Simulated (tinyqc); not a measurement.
# Bulk transistor, scale length and short-channel effects: what changes with what

A gate, an insulator of thickness ti and a depleted layer of depth ts on a conducting body. Below threshold the potential that source and drain add obeys Laplace's equation and vanishes on the gate and at the bottom of the depleted layer. Its lowest mode decays along the channel as exp(-k y); k is the smallest positive root of the matching condition at the interface, and the scale length is Lambda = pi/k.

Values chosen for this exercise; permittivities: semiconductor made up, insulator close to that of hafnium oxide: temperature T = 273 K; relative permittivity of the semiconductor eps_r = 16.4; relative permittivity of the insulator ei = 21.8; insulator thickness ti = 3.5 nm; depletion depth ts = 15 nm; channel length L = 44 nm; potential of the source Vbi = 0.9 V; potential of the barrier top at threshold sT = 0.58 V; drain voltage Vds = 0.8 V.

Constants: q = 1.602176634e-19 C, kB = 1.380649e-23 J/K, Vt = kB T/q. Results are converted to the units shown.

Each table varies one quantity; the others keep the values above.

## Effect of the insulator thickness

k is the smallest positive root of f(k) = eps_r sin(k ti) cos(k ts) + ei cos(k ti) sin(k ts). Along the channel psi(y) = s + a exp(y/l) + b exp(-y/l) with psi(0) = Vbi, psi(L) = Vbi + Vds and l = 1/k = Lambda/pi; with A = Vbi - s, B = A + Vds, x = exp(-L/l): a = (B - A x) x/(1 - x^2), b = (A - B x)/(1 - x^2). The minimum is s + 2 sqrt(a b), at y = (l/2) ln(b/a). The long-channel potential follows the gate as s = sT + (Vg - VTL)/m, and the threshold VT is the gate voltage at which the minimum equals sT. Swing = m Vt ln 10/g at threshold, g = d(minimum)/ds = 1 - (b x + a)/((1 + x) sqrt(a b)). DIBL = [VT(0.05 V) - VT(Vds)]/(Vds - 0.05 V). sT and Vbi are held fixed; m = 1 + eps_r ti/(ei ts) in each row.

Effect of the insulator thickness:
```
ti (nm)  Lambda (nm)  L/Lambda  VT - VTL at Vds (mV)  DIBL (mV/V)  swing (mV/decade)
1.2           15.910    2.7655               -17.004       9.7065             59.262
1.5           16.142    2.7257               -18.395       10.505             60.226
2             16.536    2.6608               -20.920       11.956             61.854
2.6           17.022    2.5849               -24.327       13.916             63.847
3.3           17.609    2.4987               -28.894       16.549             66.235
4.3           18.491    2.3796               -36.696       21.059             69.778
5.6           19.712    2.2321               -49.479       28.478             74.655
```

As ti goes from 1.2 to 5.6 nm, Lambda rises from 15.9 to 19.7 nm, DIBL rises from 9.71 to 28.5 mV/V and the swing rises from 59.3 to 74.7 mV a decade. On average Lambda goes as ti^(0.14).

## Effect of the relative permittivity of the insulator

Same model as above.

Effect of the relative permittivity of the insulator:
```
ei   Lambda (nm)  L/Lambda  VT - VTL at Vds (mV)  DIBL (mV/V)  swing (mV/decade)
3.9        23.45     1.876                -141.3        82.12              122.2
5.7        22.04     1.997                -96.53        55.89              100.7
8.5        20.58     2.138                -65.67        37.88              85.53
12         19.42     2.266                -48.16        27.70              76.58
18         18.25     2.411                -34.76        19.94              69.41
27         17.32     2.541                -26.42        15.13              64.68
40         16.63     2.645                -21.37        12.22              61.65
```

What does the table show?

As ei goes from 3.9 to 40, Lambda falls from 23.4 to 16.6 nm, DIBL falls from 82.1 to 12.2 mV/V and the swing falls from 122 to 61.7 mV a decade. On average Lambda goes as ei^(-0.15).

## Effect of the drain voltage

Same model as above.

The same in every row: Lambda (nm) = 17.781; L/Lambda = 2.4745.

Effect of the drain voltage:
```
Vds (V)  VT - VTL at Vds (mV)  DIBL (mV/V)  swing (mV/decade)
0.2                   -20.525       21.533             66.477
0.35                  -23.334       20.130             66.581
0.5                   -25.859       19.030             66.695
0.65                  -28.174       18.132             66.812
0.8                   -30.328       17.377             66.930
0.95                  -32.351       16.728             67.046
1.1                   -34.266       16.163             67.160
```

Read the table: what changes, and by how much?

As Vds goes from 0.2 to 1.1 V, Lambda stays at 17.8 nm, DIBL falls from 21.5 to 16.2 mV/V and the swing rises from 66.5 to 67.2 mV a decade.

Computed by the program tinyqc: `OMP_NUM_THREADS=1 python tinyqc.py 2420059 2420060 out.jsonl`, one thread of a shared Intel Xeon 2.30GHz, about 0.01 s for the whole run.
